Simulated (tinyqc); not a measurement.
# Changing the composition x for the local step

Model: interdiffusion in a binary couple: Darken equations, Kirkendall shift and Boltzmann-Matano analysis. Computed by tinyqc, a small Python program. Command: `OMP_NUM_THREADS=1 python tinyqc.py 3028819 3028820 out.jsonl darken sweep`. One thread of a shared host (Intel(R) Xeon(R) Processor @ 2.30GHz), about 0.1 s of CPU time with the checks.

x is the mole fraction of B; the molar volume is constant, and the two halves are long enough to count as infinite.

Inputs (values chosen for the exercise, for a model alloy A-B):

| quantity | value | unit |
|---|---|---|
| tracer diffusivity D*_A(0) | 6.1e-13 | m^2/s |
| tracer diffusivity D*_B(0) | 2.9e-12 | m^2/s |
| slope k of ln D* with x | 0.19 | - |
| regular-solution parameter W | -0.075 | eV |
| temperature T | 970 | K |
| left composition x_L | 0.07 | - |
| right composition x_R | 0.58 | - |
| time t | 31000 | s |

Vacancy-wind correction: none.

Constants: k_B = 8.617333262e-05 eV/K.

Method:
- D*_i(x) = D*_i(0) exp(k x); thermodynamic factor Phi = 1 - 2 W x (1 - x)/(k_B T); intrinsic D_i = D*_i Phi; interdiffusion D~ = x D_A + (1 - x) D_B.
- With lambda = z/sqrt(t), the profile solves d/dlambda (D~ dx/dlambda) + (lambda/2) dx/dlambda = 0 with x = x_L and x_R far to the left and right; z = 0 is the original interface. It is solved as a boundary-value problem in y = lambda/sqrt(D~ at the mean composition) on -12 < y < 12 (collocation, tolerance 1e-8).
- Read from the profile: the position z(x), the area -int_(x_L)^x z dx and the slope.
- D~(x) = area/(2 t slope), with z counted from the original interface (the Matano plane); 1 um^2 = 1e-12 m^2.

One run for each value:

| composition x for the local step | interdiffusion coefficient D~ at the local x (m^2/s) | thermodynamic factor Phi | position z(x) (um) | D~ from the profile (m^2/s) |
|---|---|---|---|---|
| 0.09 | 3.143e-12 | 1.147 | -782.4 | 3.143e-12 |
| 0.16 | 3.242e-12 | 1.241 | -412.3 | 3.242e-12 |
| 0.22 | 3.268e-12 | 1.308 | -236.0 | 3.268e-12 |
| 0.29 | 3.235e-12 | 1.369 | -67.8 | 3.235e-12 |
| 0.36 | 3.141e-12 | 1.413 | 88.0 | 3.141e-12 |
| 0.43 | 2.992e-12 | 1.440 | 249.1 | 2.992e-12 |
| 0.49 | 2.826e-12 | 1.448 | 411.8 | 2.826e-12 |
| 0.56 | 2.595e-12 | 1.442 | 741.8 | 2.595e-12 |

Describe and explain the trends.

Over the rows, interdiffusion coefficient D~ at the local x (m^2/s) goes from 3.14e-12 through a maximum among these rows, 3.27e-12 at 0.220, to 2.59e-12; thermodynamic factor Phi goes from 1.15 through a maximum among these rows, 1.45 at 0.490, to 1.44; position z(x) (um) rises from -782 to 742. D~ read back from the profile reproduces the local D~.

Extremes, crossings and ranges named in words are read from the listed rows.
